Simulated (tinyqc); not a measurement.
# Changing the field B

Model: Heisenberg spin cluster by exact diagonalisation: multiplets, susceptibility, level crossings. Computed by tinyqc, a small Python program. Command: `OMP_NUM_THREADS=1 python tinyqc.py 3027605 3027606 out.jsonl spincl sweep`. One thread of a shared host (Intel(R) Xeon(R) Processor @ 2.30GHz), about 0.01 s of CPU time with the checks.

H = J1 sum S_i.S_j over the bonds 1-2, 2-3, 3-4, 4-1 + J2 sum over 1-3, 2-4 - g mu_B B S_z; J > 0 is antiferromagnetic.

Inputs (values chosen for the exercise, for a model cluster):

| quantity | value | unit |
|---|---|---|
| exchange J1 | 2.27 | meV |
| exchange J2 | -1.5 | meV |
| g factor | 2.17 | - |
| temperature T | 29 | K |

Cluster: square with diagonals J2. Spin s of each site: 1.

Constants: k_B = 8.617333262e-05 eV/K; mu_B = 5.7883818060e-05 eV/T.

Method. Every multiplet has one member in the block S_z = 0; diagonalise it and read the total spin from <S^2> = S (S + 1). Each multiplet splits as E - g mu_B B m; <S_z> is the Boltzmann mean. The first level crossing is at the smallest (E_S - E_0)/(g mu_B (S - S_0)) over higher spins (0 if the ground state has the highest spin).

One run for each value:

| field B (T) | <S_z> | first crossing field (T) |
|---|---|---|
| 1.1 | 0.0356 | 18.072 |
| 1.9 | 0.0616 | 18.072 |
| 3.3 | 0.1071 | 18.072 |
| 5.6 | 0.1826 | 18.072 |
| 9.5 | 0.3140 | 18.072 |
| 16.0 | 0.5477 | 18.072 |
| 28.0 | 1.0487 | 18.072 |
| 47.0 | 1.9964 | 18.072 |
| 80.0 | 3.3580 | 18.072 |
| 140.0 | 3.9629 | 18.072 |

What does the table show, and why?

Over the rows, <S_z> rises from 0.0356 to 3.96 (exponent d ln y / d ln x 1.0 between the first rows and 0.30 between the last). At small field <S_z> is linear in B; any level crossing is rounded over k_B T/(g mu_B) = 20 T.

Extremes, crossings and ranges named in words are read from the listed rows.
